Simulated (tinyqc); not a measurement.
## Voltage acceleration of oxide breakdown, four models on the same data: lifetime against voltage in four models

Field E = V/tox in MV/cm. Models: ln(t63/1 s) = a - c X with X = E (E model), -1/E (1/E model), ln V (power law, c the exponent n) or sqrt(E).

a and c were fitted to stress data from 3.13 to 4.09 V. Project to Vu, multiply by exp[(Ea q/kB)(1/Tu - 1/Ts)] and by ks; ten years are 3.15576e8 s.

Inputs (values chosen for the exercise): oxide thickness tox = 4.2 nm; stress temperature Ts = 373 K; use temperature Tu = 328 K; activation energy Ea = 0.64 eV; factor for area and percentile ks = 0.0003.

Constants: q = 1.602176634e-19 C, kB = 1.380649e-23 J/K. Results are converted to the units shown.

```
model         c         a
E       4.87923   47.1791
1/E     356.997  -36.7972
power   41.9189   58.7991
sqrt E  28.6339   89.0620
```

Lifetime against voltage in four models:
```
Vu (V)  log10 years, E  log10 years, 1/E  log10 years, power  log10 years, sqrt E
1.44             3.389             19.40               9.062                5.817
1.74             1.875             11.61               5.617                3.532
2.03            0.4121             6.261               2.811                1.504
2.33            -1.102             2.131              0.3013              -0.4464
2.63            -2.615            -1.057              -1.904               -2.275
2.93            -4.129            -3.592              -3.870               -4.002
3.22            -5.592            -5.594              -5.588               -5.589
3.52            -7.105            -7.317              -7.210               -7.157
```

Read the table: what changes, and by how much?

The four agree within 0.21 decades in the last row, inside the stress range, and part by 16.0 decades in the first. The local exponent -d ln t/d ln V is c E for the E model, which shrinks as V falls, constant for the power law, and c/E for the 1/E model, which grows as V falls.

Range of the model: All four laws are empirical fits; none is established far below the stress range.

Numbers from tinyqc (`OMP_NUM_THREADS=1 python tinyqc.py 2070099 2070100 out.jsonl`; about 0.01 s on one thread of a shared Intel Xeon 2.30GHz).
